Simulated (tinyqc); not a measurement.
# Capacitance measurement on a leaky thin oxide: effects of series resistance and leakage: two studies

The device is a capacitance C in parallel with a leakage conductance G, in series with Rs and Ls. An impedance meter reports either a parallel pair (Cp, Gp) from Y = 1/Z = Gp + i w Cp or a series pair (Cs, Rm) from Z = Rm + 1/(i w Cs); w = 2 pi f, dissipation D = Gp/(w |Cp|).

Values chosen for this exercise; values of the order met in thin-oxide MOS capacitors:
```
symbol  value    unit                                                               meaning
eox      21.8          relative permittivity of the gate insulator (close to hafnium oxide)
tox         9      nm                                                   insulator thickness
A         100    um^2                                                             gate area
zc       0.38      nm            oxide-equivalent thickness added by the accumulation layer
zp          0      nm                    oxide-equivalent thickness added by gate depletion
Jg      0.003  A/cm^2            gate leakage current density, not matched to the thickness
Vs       0.28       V                             voltage for an e-fold rise of the leakage
Rs         26     ohm                                                     series resistance
Ls        280      nH                                                     series inductance
f         2e5      Hz                                                   measuring frequency
```

Constants: eps0 = 8.8541878128e-14 F/cm where lengths are in cm. Results are converted to the units shown.

Each table varies one quantity; the others keep the values above.

## Readings against frequency

EOT = 3.9 tox/eox; CET = EOT + zc + zp; C = 3.9 eps0 A/CET; G = Jg A/Vs. Z = Rs + i w Ls + 1/(G + i w C); CET read from Cp = 3.9 eps0 A/Cp; errors under 0.001 % are printed as 0.

The same in every row: C (pF) = 1.735.

Result of one run:
```
f (Hz)	Cp (pF)	Cs (pF)	D	error of Cp (%)	error of Cs (%)	CET read from Cp (nm)
10000	1.735	1.752	0.09828	0	0.966	1.990
```

What becomes of these results when the measuring frequency f is changed from 10000 to 1e7 Hz, all else the same?

Result of the changed run:
```
f (Hz)	Cp (pF)	Cs (pF)	D	error of Cp (%)	error of Cs (%)	CET read from Cp (nm)
1e7	1.738	1.738	0.002939	0.191	0.192	1.986
```

The whole series:
```
f (Hz)	Cp (pF)	Cs (pF)	D	error of Cp (%)	error of Cs (%)	CET read from Cp (nm)
1000	1.735	3.411	0.9828	0	96.6	1.990
3000	1.735	1.921	0.3276	0	10.7	1.990
10000	1.735	1.752	0.09828	0	0.966	1.990
30000	1.735	1.737	0.03277	0	0.107	1.990
1e5	1.735	1.735	0.009856	0	9.68e-3	1.990
3e5	1.735	1.735	0.003361	0	1.25e-3	1.990
1e6	1.735	1.735	0.001266	1.85e-3	2.01e-3	1.990
3e6	1.735	1.735	0.001178	0.0171	0.0173	1.990
1e7	1.738	1.738	0.002939	0.191	0.192	1.986
3e7	1.766	1.766	0.008687	1.75	1.76	1.956
```

D goes from 0.983 through a minimum of 0.00118 (at f = 3e6 Hz among the rows listed) to 0.00869; without inductance its minimum lies at f = sqrt(G (1 + G Rs)/Rs)/(2 pi C) = 1.86e6 Hz. The error of Cp goes from 0 to 1.75 % and that of Cs from 96.6 to 1.76 %; at low frequency Cp tends to C/(1 + G Rs)^2 and Cs grows as 1 + (G/(w C))^2. One of the two readings is within 2 % of C for f = 1000, 3000, 10000, 30000, 1e5, 3e5, 1e6, 3e6, 1e7, 3e7 Hz. At the highest frequencies Ls raises both readings, by about w^2 Ls C in relative terms.

## Effect of the gate leakage current density, not matched to the thickness

Same model as above.

The same in every row: C (pF) = 1.735.

Effect of the gate leakage current density, not matched to the thickness:
```
Jg (A/cm^2)	Cp (pF)	Cs (pF)	D	error of Cp (%)	error of Cs (%)	CET read from Cp (nm)
1e-5	1.735	1.735	7.307e-5	0	0	1.990
0.0001	1.735	1.735	2.205e-4	0	0	1.990
0.001	1.735	1.735	0.001695	0	0	1.990
0.02	1.735	1.737	0.03282	0	0.107	1.990
0.2	1.735	1.921	0.3276	-3.65e-3	10.7	1.990
2	1.735	20.36	3.277	-0.0379	1070	1.991
30	1.722	4199	49.37	-0.739	2.42e5	2.005
300	1.338	5.142e5	619.9	-22.9	2.96e7	2.581
```

Read the table: what changes, and by how much?

As Jg goes from 1e-5 to 300, the error of Cp goes from 0 to -22.9 %, that of Cs from 0 to 2.96e7 %, and D rises from 7.31e-5 to 620. The CET read from Cp goes from 1.99 to 2.58 nm against the true 1.99 nm. For Jg = 2, 30, 300 D exceeds 1, where the accuracy of real meters degrades in proportion to sqrt(1 + D^2).

tinyqc, about 0.01 s, one thread, Intel Xeon 2.30GHz (shared host): `OMP_NUM_THREADS=1 python tinyqc.py 2022065 2022066 out.jsonl`
